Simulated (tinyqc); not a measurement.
Inside a calculation: free and nearly free electrons in a metal. Values are carried at full precision from step to step, so a last printed digit may differ when a step is redone from the rounded ones.

The cubic cell holds 4 atoms: n = 4 z/a^3, kF = (3 pi^2 n)^(1/3), EF = c kF^2/m, vF = 2 c kF/(m hbar), c = hbar^2/2m0; rs = (3/(4 pi n))^(1/3)/a0; D(EF) = 3 n/(2 EF).

Constants: hbar^2/2m0 = 3.80998211 eV angstrom^2; hbar = 6.58211957e-16 eV s; a0 (Bohr radius) = 0.5291772105 angstrom; kB = 8.617333262e-05 eV/K.

Parameters, chosen for this exercise (near those of Cu, whose d bands this model ignores; the results hold for these values, not for the real material):
- a = 3.643 angstrom (fcc lattice constant)
- z = 1 (free electrons an atom)
- m = 1.52 m0 (mass)
- rho = 1.86 micro-ohm cm (bulk resistivity)
- T = 300 K
- V = 0.56 eV (|V_G| for G = (111))
- x = 0.81 (k along G as a share of |G|/2)

## The Fermi sphere

Evaluate the free-electron quantities.

n = 0.08273 1/angstrom^3
kF = 1.3480 1/angstrom
EF = 4.555 eV
vF = 1.027e+06 m/s
rs = 2.690
D(EF) per atom = 0.3293 1/eV

## Relaxation time and mean free path

Drude: 1/rho = n e^2 tau/(m m0) with e = 1.602176634e-19 C and m0 = 9.1093837e-31 kg; mean free path l = vF tau; rho l = hbar kF/(n e^2) = 12 pi^3 hbar/(e^2 S) with S = 4 pi kF^2 does not depend on tau or m.

Use SI units: n in 1/m^3 (1e30 per 1/angstrom^3), rho in ohm m (1e-8 per micro-ohm cm).

tau = 35.05 fs
l = 35.99 nm
rho l = 6.694 1e-16 ohm m^2

Wires lose conductivity to surfaces and grain boundaries, with an excess that scales as rho l over the width and is of the order of rho itself at a width of l = 36 nm.

## Thermal quantities

gamma = (pi^2/3) kB^2 D(EF) per atom, times 96485.33 x 1e3 for mJ/(mol K^2); mu(T) = EF (1 - (pi kB T/EF)^2/12); Wiedemann-Franz kappa = L0 T/rho with L0 = (pi^2/3) (kB/e)^2, kB/e in V/K.

gamma = 0.776 mJ/(mol K^2)
mu - EF = -0.1207 meV
kappa = 394 W/(m K)

## The sphere against the zone faces

Take G = (hkl) 2 pi/a for (111), (200) and (220), with the number of equivalent faces. The Bragg plane of G lies at |G|/2 with |G| = (2 pi/a) sqrt(h^2 + k^2 + l^2). Where kF exceeds it, the sphere cuts the plane in a circle of radius sqrt(kF^2 - G^2/4).

Distance and circle for each G:
```
G      faces  |G|/2 (1/angstrom)  kF/(|G|/2)  circle radius
(111)      8              1.4937      0.9025              -
(200)      6              1.7247      0.7816              -
(220)     12              2.4391      0.5527              -
```

The sphere stays inside the first zone; it reaches 0.903 of the way to the nearest faces.

## Two plane waves near the face

Two plane waves k and k - G, G = (111) (2 pi/a): H = [[c k^2/m, V], [V, c (k - G)^2/m]] with c = hbar^2/2m0.

Build H for k along G, diagonalise, and give the weight of the first wave in the lower state and its velocity along G relative to a free electron, (w k + (1 - w)(k - G))/k.

H (eV):
```
        1       2
1  3.6690  0.5600
2  0.5600  7.9191
```

levels (eV): 3.5965  7.9917

w = 0.9835
v/v_free = 0.9592

The splitting is 4.395 eV here and 2V = 1.12 eV on the face, where the normal velocity vanishes. There the lower band lies at 5.032 eV, above the free EF of 4.555 eV, so the Fermi surface does not reach the face. The real noble metals have necks on these faces, through a gap of 4 to 5 eV at L and their d bands.

## Checks

- Lower level against the closed form of the 2 x 2 problem (eV): both 3.5965.
- The product rho l against hbar kF/(n e^2) (1e-16 ohm m^2): both 6.694.

Computed by tinyqc, a small Python program: `OMP_NUM_THREADS=1 python tinyqc.py 1652468 1652469 out.jsonl` (the numbers bound the seed that draws the inputs); one thread of a shared host (Intel(R) Xeon(R) Processor @ 2.30GHz), about 0.01 s for the whole set of steps.
